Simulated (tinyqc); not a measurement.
Two regimes over temperature: microkinetic model of low-temperature epitaxy from hydride gases: adsorption, hydrogen desorption and rate control. Computed by tinyqc, a small Python program. Command: `OMP_NUM_THREADS=1 python tinyqc.py 3002663 3002664 out.jsonl hepi walk`. One thread of a shared host (Intel(R) Xeon(R) Processor @ 2.30GHz), about 0.01 s of CPU time with the checks.

Each hydride molecule needs two free sites and leaves four hydrogen atoms, of which two leave at once as H2; theta is the hydrogen coverage, the site density is 6.78 per nm^2 and one layer is 1.358 angstrom thick.

Inputs (values chosen for the exercise, close to those used for silane and germane on Si(001)): silane pressure p_S = 0.75 Pa; sticking prefactor of silane s0 = 0.07; adsorption barrier E_s = 0.31 eV; desorption prefactor nu_d = 8.1e+12 1/s; desorption energy on silicon E_d = 2.09 eV; hydrogen carrier pressure p_H = 0 Pa; sticking of hydrogen s_H = 3.5e-07; germane pressure p_G = 0.059 Pa; sticking ratio of germane to silane r_G = 3.5; lowering of E_d per unit germanium fraction, dE = 0.32 eV.

Film: silicon-germanium. Order of hydrogen desorption: first.

Constants: k_B = 8.617333262e-05 eV/K; u = 1.6605390666e-27 kg; k_B = 1.380649e-23 J/K.

Method:
- Flux per site F = p/(sqrt(2 pi M k_B T) x 6.78e18 per m^2), M = 32.12 u (silane), 76.63 u (germane), 2.016 u (hydrogen); s = s0 exp(-E_s/(k_B T)); k_S = s F_S, k_G = r_G s F_G; germanium fraction x = k_G/(k_S + k_G); k = k_S + k_G; k_H = s_H F_H; k_d = nu_d exp(-(E_d - dE x)/(k_B T)).
- With k the hydride and k_H the hydrogen adsorption rate on free pairs and k_d the desorption rate, steady state: 2 (k + k_H)(1 - theta)^2 = k_d theta; growth rate R = k (1 - theta)^2 layers/s; 1 layer/s = 8.148 nm/min.
- Temperatures in kelvin are T(C) + 273.15.
- Limits: desorption-limited R = k_d k/(2 (k + k_H)), adsorption-limited R = k.

Growth:
```
T (C)       theta  G (nm/min)  desorption limit (nm/min)  adsorption limit (nm/min)
400    9.4946e-01  1.6252e-02                 1.7117e-02                      6.362
450    8.6237e-01  1.6825e-01                 1.9511e-01                      8.882
500    6.9208e-01  1.1235e+00                 1.6234e+00                     11.850
550    4.4669e-01  4.6643e+00                 1.0442e+01                     15.235
600    2.1547e-01  1.1694e+01                 5.4271e+01                     18.999
650    8.2419e-02  1.9446e+01                 2.3595e+02                     23.097
700    2.9356e-02  2.5892e+01                 8.8201e+02                     27.482
750    1.0839e-02  3.1417e+01                 2.8984e+03                     32.109
800    4.2950e-03  3.6616e+01                 8.5252e+03                     36.933
850    1.8332e-03  4.1758e+01                 2.2779e+04                     41.911
```

What follows from these numbers?

The apparent activation energy of G is 1.96 eV between the first rows and 0.27 eV between the last; full hydrogen cover gives a value near the desorption energy (plus E_s where k_H far exceeds k), a bare surface one near E_s less k_B T/2 from the flux. The coverage passes one half between 500 and 550 C, the knee of the Arrhenius plot.

Extremes, crossings and ranges named in words are read from the listed rows.
